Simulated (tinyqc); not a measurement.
Keating valence-force model of a tetrahedral crystal: one step, computed by the program tinyqc. Command: `OMP_NUM_THREADS=1 python tinyqc.py 3025854 3025855 out.jsonl keating walk`. One thread of a shared host (Intel(R) Xeon(R) Processor @ 2.30GHz), about 0.03 s of CPU time with the checks.

Atom A sits at 0 and atom B at a/4 (1,1,1) of an fcc lattice; the four bonds from A are t = a/4 (1,1,1), a/4 (1,-1,-1), a/4 (-1,1,-1), a/4 (-1,-1,1), of length d = sqrt(3) a/4. Energy: E = (3 alpha/(8 d^2)) sum over bonds (r.r - d^2)^2 + (3 beta/(8 d^2)) sum over pairs of bonds at one atom (r_i.r_j + d^2/3)^2, with beta_A for the six pairs at A and beta_B for the six at B. The cell holds two atoms, Omega = a^3/4. 1 N/m = 1 J/m^2. With constants fitted to the elastic moduli this model puts optical and zone-boundary frequencies of real crystals too high, by up to about 20 % in elemental crystals and up to about 50 % in compounds, and mostly by more for TA modes; in compounds the lattice part of the static dielectric constant then comes out too low.

Task: Dynamical matrix at q. With displacements u exp(i q.r), each bracket changes by g.u, where g = (g_A, g_B): bond t, g = (-2 t, 2 t exp(i q.t)); pair (i, j) at A, g = (-(t_i + t_j), t_i exp(i q.t_j) + t_j exp(i q.t_i)); pair at B, g = (-t_i exp(-i q.t_j) - t_j exp(-i q.t_i), t_i + t_j). Then D_mn = sum over the 4 bonds and 12 pairs of (4 k/a^2) conj(g_m) g_n / sqrt(M_m M_n), with k = alpha or beta converted to eV/angstrom^2. Only the short-range forces enter; the Coulomb field of the charges is left out.

Inputs (values chosen for the exercise, modelled on zinc sulfide):

| quantity | value | unit |
|---|---|---|
| mass M_A | 65.38 | u |
| mass M_B | 32.06 | u |
| bond stretching alpha | 44 | N/m |
| bond bending beta_A | 4.73 | N/m |
| bond bending beta_B | 4.73 | N/m |

Structure: zinc blende.

wave vector q (2 pi/a): 0.31  0.35  0.047

Constants: 1 eV/angstrom^2 = 16.02176634 J/m^2.

Give: D(q).

Result:

D(q) (eV/(angstrom^2 u)):
```
                 A x              A y              A z              B x
A x           0.1890   0.0033-0.0001i   0.0005+0.0017i  -0.1997+0.0048i
A y   0.0033+0.0001i           0.1899   0.0006+0.0020i   0.0522-0.0119i
A z   0.0005-0.0017i   0.0006-0.0020i           0.1872   0.0063-0.0986i
B x  -0.1997-0.0048i   0.0522+0.0119i   0.0063+0.0986i           0.3853
B y   0.0522+0.0119i  -0.1997-0.0048i   0.0073+0.0852i   0.0068-0.0001i
B z   0.0063+0.0986i   0.0073+0.0852i  -0.1997-0.0048i   0.0011+0.0035i

                 B y              B z
A x   0.0522-0.0119i   0.0063-0.0986i
A y  -0.1997+0.0048i   0.0073-0.0852i
A z   0.0073-0.0852i  -0.1997+0.0048i
B x   0.0068+0.0001i   0.0011-0.0035i
B y           0.3873   0.0012-0.0041i
B z   0.0012+0.0041i           0.3818
```
